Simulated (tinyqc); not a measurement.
UKS/PBE in the sto-6g basis, for Be+, spin multiplicity 2, step by step (part 2 of 2). Computed by tinyqc, a small Python program that keeps every step (integrals from PySCF). Command: `OMP_NUM_THREADS=1 python tinyqc.py 25897 25898 out.jsonl` (the two numbers bound the seeds that draw the settings). One thread of a shared host (Intel(R) Xeon(R) Processor @ 2.60GHz), about 0.8 s of CPU time with the checks.

Geometry (angstrom):
```
atom         x         y         z
Be    0.000000  0.000000  0.000000
```

## Iteration 5 (converged): orbitals

converged F(alpha) (hartree):
```
            1Be 1s     1Be 2s    1Be 2px    1Be 2py    1Be 2pz
1Be 1s   -4.276701  -1.187040   0.000000   0.000000   0.000000
1Be 2s   -1.187040  -0.816116   0.000000   0.000000   0.000000
1Be 2px   0.000000   0.000000  -0.374913   0.000000   0.000000
1Be 2py   0.000000   0.000000   0.000000  -0.374913   0.000000
1Be 2pz   0.000000   0.000000   0.000000   0.000000  -0.374913
```

converged F(beta) (hartree):
```
            1Be 1s     1Be 2s    1Be 2px    1Be 2py    1Be 2pz
1Be 1s   -4.253646  -1.178569   0.000000   0.000000   0.000000
1Be 2s   -1.178569  -0.693845   0.000000   0.000000   0.000000
1Be 2px   0.000000   0.000000  -0.252613   0.000000   0.000000
1Be 2py   0.000000   0.000000   0.000000  -0.252613   0.000000
1Be 2pz   0.000000   0.000000   0.000000   0.000000  -0.252613
```

X:
```
            1Be 1s     1Be 2s   1Be 2px   1Be 2py   1Be 2pz
1Be 1s    1.025557  -0.132829  0.000000  0.000000  0.000000
1Be 2s   -0.132829   1.025557  0.000000  0.000000  0.000000
1Be 2px   0.000000   0.000000  1.000000  0.000000  0.000000
1Be 2py   0.000000   0.000000  0.000000  1.000000  0.000000
1Be 2pz   0.000000   0.000000  0.000000  0.000000  1.000000
```

Diagonalise F' = X^T F X, C = X C', fill 2 alpha and 1 beta electrons from the bottom; D(s) = C_occ C_occ^T. Each column has its largest component positive (the first on a tie).

F' = X^T F X (alpha) (hartree):
```
           1          2          3          4          5
1  -4.189083  -0.575670   0.000000   0.000000   0.000000
2  -0.575670  -0.610413   0.000000   0.000000   0.000000
3   0.000000   0.000000  -0.374913   0.000000   0.000000
4   0.000000   0.000000   0.000000  -0.374913   0.000000
5   0.000000   0.000000   0.000000   0.000000  -0.374913
```

orbital energies (alpha) (hartree): MO1 -4.279407, MO2 -0.520090, MO3 -0.374913, MO4 -0.374913, MO5 -0.374913

coefficients C (alpha):
```
              MO1        MO2       MO3        MO4        MO5
1Be 1s   0.992572  -0.290190  0.000000   0.000000   0.000000
1Be 2s   0.027743   1.033751  0.000000   0.000000   0.000000
1Be 2px  0.000000   0.000000  0.522792   0.227624   0.821508
1Be 2py  0.000000   0.000000  0.850225  -0.208971  -0.483166
1Be 2pz  0.000000   0.000000  0.061691   0.951062  -0.302780
```

F' = X^T F X (beta) (hartree):
```
           1          2          3          4          5
1  -4.164985  -0.586408   0.000000   0.000000   0.000000
2  -0.586408  -0.483714   0.000000   0.000000   0.000000
3   0.000000   0.000000  -0.252613   0.000000   0.000000
4   0.000000   0.000000   0.000000  -0.252613   0.000000
5   0.000000   0.000000   0.000000   0.000000  -0.252613
```

orbital energies (beta) (hartree): MO1 -4.256140, MO2 -0.392560, MO3 -0.252613, MO4 -0.252613, MO5 -0.252613

coefficients C (beta):
```
              MO1        MO2        MO3        MO4       MO5
1Be 1s   0.992984  -0.288779   0.000000   0.000000  0.000000
1Be 2s   0.026274   1.033789   0.000000   0.000000  0.000000
1Be 2px  0.000000   0.000000   0.949012  -0.315216  0.003991
1Be 2py  0.000000   0.000000   0.315217   0.949020  0.000400
1Be 2pz  0.000000   0.000000  -0.003914   0.000879  0.999992
```

D(alpha) after iteration 5:
```
            1Be 1s     1Be 2s   1Be 2px   1Be 2py   1Be 2pz
1Be 1s    1.069410  -0.272447  0.000000  0.000000  0.000000
1Be 2s   -0.272447   1.069410  0.000000  0.000000  0.000000
1Be 2px   0.000000   0.000000  0.000000  0.000000  0.000000
1Be 2py   0.000000   0.000000  0.000000  0.000000  0.000000
1Be 2pz   0.000000   0.000000  0.000000  0.000000  0.000000
```

D(beta) after iteration 5:
```
           1Be 1s    1Be 2s   1Be 2px   1Be 2py   1Be 2pz
1Be 1s   0.986016  0.026090  0.000000  0.000000  0.000000
1Be 2s   0.026090  0.000690  0.000000  0.000000  0.000000
1Be 2px  0.000000  0.000000  0.000000  0.000000  0.000000
1Be 2py  0.000000  0.000000  0.000000  0.000000  0.000000
1Be 2pz  0.000000  0.000000  0.000000  0.000000  0.000000
```

Within a degenerate level the vectors are fixed only up to a rotation; this is one choice.

## Convergence

Stop when the energy changes by less than 1e-10 hartree and every element of the error matrix X^T (F D S - S D F) X (for each spin) is below 3e-06.

Course of the cycle:
```
iteration   E (hartree)     change  largest element of the error matrix
1           -3.82537613          -                             1.74e-17
2          -14.25780743  -1.04e+01                             1.90e-01
3          -14.26708654  -9.28e-03                             3.03e-03
4          -14.26708890  -2.36e-06                             1.31e-05
5          -14.26708890  -4.41e-11                             1.92e-09
```

PySCF UKS in the same basis, fine grid, after a stability check = -14.26708809 hartree

Converged in 5 iterations.

## Populations

overlap S:
```
           1Be 1s    1Be 2s   1Be 2px   1Be 2py   1Be 2pz
1Be 1s   1.000000  0.254764  0.000000  0.000000  0.000000
1Be 2s   0.254764  1.000000  0.000000  0.000000  0.000000
1Be 2px  0.000000  0.000000  1.000000  0.000000  0.000000
1Be 2py  0.000000  0.000000  0.000000  1.000000  0.000000
1Be 2pz  0.000000  0.000000  0.000000  0.000000  1.000000
```

Mulliken: Z minus the diagonal of D S on the atom; Loewdin: the same with S^(1/2) D S^(1/2).

Charges (e):
```
atom  Mulliken   Loewdin  Mulliken spin
1Be   1.000000  1.000000       1.000000
```

<S^2> of the determinant (pure state: 0.75) = 0.750000
